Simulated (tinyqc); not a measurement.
X-ray photoelectron analysis of a thin oxide on a semiconductor: attenuation lengths, thickness, angle series and band offsets: one step, computed by the program tinyqc. Command: `OMP_NUM_THREADS=1 python tinyqc.py 3111269 3111270 out.jsonl xps walk`. One thread of a shared host (Intel(R) Xeon(R) Processor @ 2.30GHz), about 0.01 s of CPU time with the checks.

The same element is seen in the oxide and in the substrate, at nearly the same kinetic energy; films are flat and uniform, and the work function is ignored.

Task: Peak ratio. R_0 = (rho_o/M_o) L_o/((rho_s/M_s) L_s); peak ratio R = I_ox/I_sub = R_0 [exp(d/(L_o cos theta)) - 1]; hence d = L_o cos theta ln(1 + R/R_0). A carbon layer weakens both peaks alike, by exp(-d_C/(L_o cos theta)) if its L is taken equal to L_o. This R_0 leaves out intrinsic losses from the substrate peak, so calibrated values can be larger.

Inputs (values chosen for the exercise, modelled on SiO2 on silicon):
```
quantity                        value     unit
oxide density                    2.24   g/cm^3
oxide formula mass              60.08    g/mol
substrate density                2.33   g/cm^3
substrate formula mass          28.09    g/mol
oxide thickness d                0.67       nm
emission angle from the normal     30  degrees
carbon overlayer                 0.73       nm
```

L in the oxide = 1.814370 nm

L in the substrate = 1.424771 nm

Give: R_0; d/(L_o cos theta); ratio R; oxide share of the counts; attenuation by carbon; depth 3 L_o cos theta.

Result:

R_0 = 0.5724

d/(L_o cos theta) = 0.4264

ratio R = 0.3044

oxide share of the counts = 0.2333

attenuation by carbon = 0.6284

depth 3 L_o cos theta = 4.714 nm
